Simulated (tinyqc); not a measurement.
Circular transfer-length structure: one step of the calculation.

A disc contact of radius r0 and a very wide ring contact from r1 = r0 + sp outwards lie on a thin layer; the metal has no resistance and the sheet resistance under the contacts equals Rsh.

Problem. The three parts of the resistance. Transfer length Lt = sqrt(rc/Rsh). R = (Rsh/2 pi) [(Lt/r0) I0(r0/Lt)/I1(r0/Lt) + ln(r1/r0) + (Lt/r1) K0(r1/Lt)/K1(r1/Lt)] with modified Bessel functions; for r0 >> Lt both ratios tend to 1.

Parameters, values chosen for the exercise: sheet resistance of the semiconductor layer Rsh = 2200 ohm/sq; specific contact resistivity rc = 7.9e-6 ohm cm^2; radius of the inner contact r0 = 1.6 um; gap between the contacts sp = 0.37 um.

Find: Lt; I0/I1; K0/K1; inner contact; gap; outer contact; R.

Solution.

Lt = 0.5992 um
I0/I1 = 1.278
K0/K1 = 0.8749
inner contact = 167.6 ohm
gap = 72.84 ohm
outer contact = 93.18 ohm
R = 333.7 ohm

The contacts make up 78.2 % of R.

tinyqc, about 0.01 s, one thread, Intel Xeon 2.30GHz (shared host): `OMP_NUM_THREADS=1 python tinyqc.py 2760133 2760134 out.jsonl`
